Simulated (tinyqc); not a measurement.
# Exponent and activation energy from three stresses

Inverse problem. Oxide breakdown follows t63 = a V^(-n) exp(Ea q/(kB T)). Find n, Ea and the E-model slope gamma = n/E (cm/MV) at the higher voltage, E = V/tox.

Inputs (values chosen for the exercise):

| symbol | value | unit | meaning |
|---|---|---|---|
| tox | 2.4 | nm | oxide thickness |

Constants: q = 1.602176634e-19 C, kB = 1.380649e-23 J/K. Results are converted to the units shown.

t63 at (2.41 V, 398 K), (3.45 V, 398 K) and (3.45 V, 423 K) (s): 6.6545897e5  0.096252313  0.036670156

Answer. The two voltages give n and the two temperatures Ea.

n = 43.90
Ea = 0.5600 eV
gamma = 3.054 cm/MV

Computed by the program tinyqc: `OMP_NUM_THREADS=1 python tinyqc.py 2070104 2070105 out.jsonl`, one thread of a shared Intel Xeon 2.30GHz, about 0.01 s for the whole run.
